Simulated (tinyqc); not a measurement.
From voltage V back to probe spacing s: four-point probe, van der Pauw, Hall and spreading-resistance readings of a semiconductor layer. Computed by tinyqc, a small Python program. Command: `OMP_NUM_THREADS=1 python tinyqc.py 3111828 3111829 out.jsonl probe inv`. One thread of a shared host (Intel(R) Xeon(R) Processor @ 2.30GHz), about 0.04 s of CPU time with the checks.

The layer is uniform and ohmic; contacts are points unless a radius is given.

Inputs (values chosen for the exercise, modelled on n-type silicon):
```
quantity             value        unit
carrier density n  1.2e+14      1/cm^3
drift mobility mu     1480  cm^2/(V s)
layer thickness t      660  micrometre
current I              0.8          mA
```

Backing of the layer: conducting.

Constants: e = 1.602176634e-19 C.

Method:
- rho = 1/(e n mu); R_s = rho/t.
- Collinear probes with equal spacing on a layer with conducting backing: images at depth 2 m t give V = (rho I/(2 pi s)) G, G = 1 + 4 sum_(m>=1) (-1)^m [1/sqrt(1 + (2 m u)^2) - 1/sqrt(4 + (2 m u)^2)], u = t/s; the sum runs to m = 20000, with the last term halved.
- Limits: thick, rho = 2 pi s V/I; thin on an insulator, rho = (pi/ln 2) t V/I.

Problem. A run gave the result below. Find the probe spacing s, known to lie between 0.41 and 0.8 mm.

voltage V = 81.27618 mV

Solution.

Each step takes the trial c = (a f_b - b f_a)/(f_b - f_a), f being the result less the target and a, b, c the logarithms of the listed values; c replaces end b, the old b replaces a if the sign of f changed, and otherwise f_a is halved.

Scan of the range:
```
probe spacing s (mm)  voltage V (mV)
0.410                        96.5753
0.458                        83.1300
0.512                        70.7045
0.573                        59.2319
0.640                        48.9934
0.716                        39.6553
0.800                        31.4834
```

False position (Illinois rule, in the logarithm of the input) inside the bracket:
```
step     end a     end b     trial  voltage V (mV)
1     0.458000  0.512000  0.465680         81.2072
2     0.458000  0.465680  0.465143         81.3396
3     0.465680  0.465143  0.465400         81.2762
4     0.465143  0.465400  0.465400         81.2762
```

Voltage V falls at every point of a 13-point scan of the range (every second point is shown), so one value fits; it is bracketed by 0.458 and 0.512. Answer: probe spacing s = 0.4654 mm.
